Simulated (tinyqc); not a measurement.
# From chi back to temperature T

Model: classical Heisenberg spin chain: exact results, Metropolis, heat-bath and over-relaxation steps, and a Monte Carlo run. Computed by tinyqc, a small Python program. Command: `OMP_NUM_THREADS=1 python tinyqc.py 3130369 3130370 out.jsonl heismc inv`. One thread of a shared host (Intel(R) Xeon(R) Processor @ 2.30GHz), about 0.01 s of CPU time with the checks.

E = -J sum_i s_i . s_(i+1) for unit vectors s_i on an open chain; K = J/(k_B T).

Inputs (values chosen for the exercise, for a model chain of large moments): coupling J = 22 meV; moment mu = 5.5 mu_B.

Constants: k_B = 8.617333262e-05 eV/K; mu_B = 5.7883818060e-05 eV/T.

Method. Each bond angle is independent, so u = <s_i . s_(i+1)> = coth K - 1/K, <s_i . s_(i+n)> = u^n, correlation length xi = -1/ln|u|, energy per bond -J u, heat capacity per bond c/k_B = 1 - K^2/sinh^2 K, and for the long chain chi = mu^2 (1 + u)/(3 k_B T (1 - u)) per spin.

Task: A run gave the result below. Find the temperature T, known to lie between 330 and 580 K.

chi = 0.02346376 mu_B/T per spin

Result:

Each step takes the trial c = (a f_b - b f_a)/(f_b - f_a), f being the result less the target and a, b, c the logarithms of the listed values; c replaces end b, the old b replaces a if the sign of f changed, and otherwise f_a is halved.

Scan of the range:
```
temperature T (K)  chi (mu_B/T per spin)
330                            0.0340724
363                            0.0296206
398                            0.0259660
437                            0.0227913
481                            0.0200010
528                            0.0176681
580                            0.0156343
```

False position (Illinois rule, in the logarithm of the input) inside the bracket:
```
step    end a    end b    trial  chi (mu_B/T per spin)
1     398.000  437.000  428.432              0.0234234
2     398.000  428.432  427.446              0.0234983
3     428.432  427.446  427.900              0.0234637
4     427.446  427.900  427.900              0.0234638
5     427.446  427.900  427.900              0.0234638
6     427.900  427.900  427.900              0.0234638
```

chi falls at every point of a 13-point scan of the range (every second point is shown), so one value fits; it is bracketed by 398 and 437. Answer: temperature T = 427.9 K.
